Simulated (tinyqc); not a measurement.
Weibull slope from two areas.

Question. Oxide breakdown times follow a Weibull law, F = 1 - exp(-(t/t63)^beta). For defects spread at random t63 goes as A^(-1/beta). Find beta and the time at which the share Fp of the area-A2 devices has failed, t63(A2) (-ln(1 - Fp))^(1/beta).

Values chosen for this exercise: area of a test capacitor A1 = 96 um^2; gate area of the product A2 = 2.1e5 um^2; allowed share of failed products Fp = 0.001.

t63 at the areas A1 and A2 (s): 330  36.664272

Answer. beta = ln(A2/A1)/ln(t63(A1)/t63(A2)).

beta = 3.50
time to Fp = 5.10 s

tinyqc, about 0.01 s, one thread, Intel Xeon 2.30GHz (shared host): `OMP_NUM_THREADS=1 python tinyqc.py 2070037 2070038 out.jsonl`
